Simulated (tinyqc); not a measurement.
Gupta-type many-body potential for a metal: one step, computed by the program tinyqc.

E_i = sum_j A exp(-p (r_ij/r0 - 1)) - xi rho_i^gamma, with rho_i = sum_j exp(-2 q (r_ij/r0 - 1)); gamma = 1/2 is the tight-binding second-moment form. The crystal is fcc unless stated; d is the neighbour distance and a fixed number of shells is kept.

Task: Shell terms at equilibrium. fcc shells: d sqrt(k), k = 1..5, with 12, 6, 24, 12, 24 atoms; Omega = d^3/sqrt2. Repulsion and density of one neighbour in each shell, and their sums.

Inputs (values chosen for the exercise, modelled on aluminium):
```
quantity               value      unit
repulsion A            0.119        eV
decay p                 8.56         -
decay q                 2.55         -
reference distance r0  2.864  angstrom
shells kept                2         -
```

neighbour distance d = 2.871043 angstrom

Give: Shells; repulsive energy; density rho.

Result:

Shells:
```
shell  count  r (angstrom)  repulsion (eV)  density
1         12         2.871          0.1165   0.9875
2          6         4.060          0.0033   0.1188
```

repulsive energy = 1.418 eV

density rho = 12.56
